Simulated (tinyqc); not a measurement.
Hexagonal on-chip spiral inductor, lumped pi model: one step of the calculation.

Outer diameter do = di + 2 n wd + 2 (n - 1) sp, mean da = (do + di)/2, fill p = (do - di)/(do + di), length l = 3.464 n da. L = 2.33 mu0 n^2 da/(1 + 3.82 p), mu0 = 4 pi 1e-7 H/m. Rs = rho l/(wd delta (1 - exp(-th/delta))), delta = sqrt(rho/(pi f mu0)). Cs = n wd^2 eps0 eo/hu across the coil. At each end Cox = l wd eps0 eo/(2 ho) leads to the substrate branch Rsi = 2 rs he/(l wd) in parallel with Csi = l wd eps0 11.7/(2 he). With one end grounded Y = 1/(Rs + i w L) + i w Cs + 1/[1/(i w Cox) + 1/(1/Rsi + i w Csi)], w = 2 pi f; Q = -Im Y/Re Y. Eddy currents in neighbouring turns and in the substrate are left out.

Question. Geometry and model elements. do, l, L, delta, Rs, Cs, Cox, Rsi and Csi as defined.

Inputs (values chosen for the exercise); values of the order met in silicon radio-frequency processes:

| symbol | value | unit | meaning |
|---|---|---|---|
| n | 5.5 |  | number of turns |
| wd | 15 | um | line width |
| sp | 2 | um | space between turns |
| di | 40 | um | inner diameter |
| th | 2 | um | metal thickness |
| rho | 3 | uohm cm | metal resistivity |
| ho | 8.6 | um | oxide below the coil |
| hu | 1.1 | um | oxide between coil and underpass |
| eo | 4.1 |  | relative permittivity of the oxide |
| rs | 1 | ohm cm | substrate resistivity |
| he | 80 | um | effective spreading depth in the substrate |
| f | 3.1 | GHz | frequency |

Constants: eps0 = 8.8541878128e-12 F/m. Results are converted to the units shown.

Find: do; l; L; delta; Rs; Cs; Cox; Rsi; Csi.

Answer.

do = 223.00 um
l = 2505.3 um
L = 3.1840 nH
delta = 1.5657 um
Rs = 4.4373 ohm
Cs = 40.840 fF
Cox = 79.316 fF
Rsi = 42.576 ohm
Csi = 24.332 fF

Numbers from tinyqc (`OMP_NUM_THREADS=1 python tinyqc.py 2302065 2302066 out.jsonl`; about 0.01 s on one thread of a shared Intel Xeon 2.30GHz).
